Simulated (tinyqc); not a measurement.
Inside a calculation. Model: surface potential of a MOS transistor: implicit equation and explicit approximations.

Program tinyqc, `OMP_NUM_THREADS=1 python tinyqc.py 2122096 2122097 out.jsonl`; Intel Xeon 2.30GHz, shared host, one thread, about 0.01 s. Printed values are rounded.

p-type body, charge-sheet picture, depletion and inversion only, full ionisation (an idealisation for deep acceptors), Boltzmann statistics (rough once Na exp(x - xn) passes about Nc/7). In units of Vt: xg = (Vg - Vfb)/Vt, x = psi/Vt, G = gamma/sqrt(Vt), xn = (2 phiF + Vc)/Vt. The implicit equation is (xg - x)^2 = G^2 [x - 1 + exp(x - xn)] for x above about 3. Cox = eps0 eox/tox.

Inputs (values chosen for the exercise); band and dielectric values close to those of silicon: temperature T = 300 K; band gap Eg = 1.14 eV; relative permittivity eps_r = 11.9; conduction-band density of states at T Nc = 2.8e19 cm^-3; valence-band density of states at T Nv = 2.61e19 cm^-3; relative permittivity of the gate insulator (close to silicon dioxide) eox = 3.9; insulator thickness tox = 13 nm; acceptor density Na = 3.9e17 cm^-3; flat-band voltage Vfb = -0.34 V; channel-body voltage Vc = 0 V; gate-body voltage Vg = 1.91 V.

Constants: q = 1.602176634e-19 C, kB = 1.380649e-23 J/K, Vt = kB T/q, eps0 = 8.8541878128e-14 F/cm where lengths are in cm. Results are converted to the units shown.

## Scales

ni = sqrt(Nc Nv) exp(-Eg/(2 Vt)), Eg in volts; phiF = Vt ln(Na/ni); gamma = sqrt(2 q eps0 eps_r Na)/Cox; VT = Vfb + Vt (xn + G sqrt(xn - 1)).

phiF = 0.460422 V
gamma = 1.36609 V^0.5
G = 8.49637
xn = 35.6198
VT = 1.87322 V
xg = 87.0339

## Explicit approximation

Depletion value a = 1 + [sqrt(G^2/4 + xg - 1) - G/2]^2; inversion value b = xn + ln[(xg - xn)^2/G^2 - xn + 1] and first guess y = min(a, b) - ln(1 + exp(-|a - b|)) if a > xn + 1, else b = y = a; one second-order correction with D = exp(y - xn), p = 2 (xg - y) + G^2 (1 + D), w = (xg - y)^2 - G^2 (y - 1 + D): z = y + 2 w/(p + sqrt(p^2 - 2 (2 - G^2 D) w)), or the Newton step z = y + w/p where the root is not real.

a = 36.4480
b = 36.4480
y = 36.4480
p = 338.613
w = -165.253
z = 35.8830

The root of the implicit equation is x = 35.8992; y misses it by 0.55 and z by -0.016, in units of Vt.

## Starting value

x = y rounded to two decimals.

x at the start = 36.45

## Iteration 1: new x

D = exp(x - xn), f = (xg - x)^2 - G^2 (x - 1 + D), f' = -2 (xg - x) - G^2 (1 + D), x(new) = x - f/f'.

D = 2.29375
f = -165.926
f' = -338.938
x after iteration 1 = 35.9605

## Iteration 2: new x

As before.

D = 1.40585
f = -16.7244
f' = -275.821
x after iteration 2 = 35.8998

## Iteration 3: new x

As before.

D = 1.32314
f = -0.179170
f' = -269.971
x after iteration 3 = 35.8992

## Course of the iteration

Stop when the step is below 1e-11, or after 60 iterations.

Course of the iteration:
```
iteration  x before the step      step
1                      36.45    -0.490
2                    35.9605   -0.0606
3                    35.8998  -6.64e-4
4                    35.8992  -7.63e-8
5                    35.8992         0
```

Converged in 5 iterations.

## Potential, charges and gate control

converged x = 35.8992

psi = Vt x; N_dep = Cox Vt G sqrt(x - 1)/q; N_inv = (Cox Vt G/q) [sqrt(x - 1 + exp(x - xn)) - sqrt(x - 1)]; dpsi/dVg = 1/[1 + G^2 (1 + exp(x - xn))/(2 (xg - x))].

psi = 0.928065 V
N_dep = 2.15127e12 cm^-2
N_inv = 4.0375e10 cm^-2
dpsi/dVg = 0.378903

psi lies 0.28 Vt above 2 phiF + Vc.
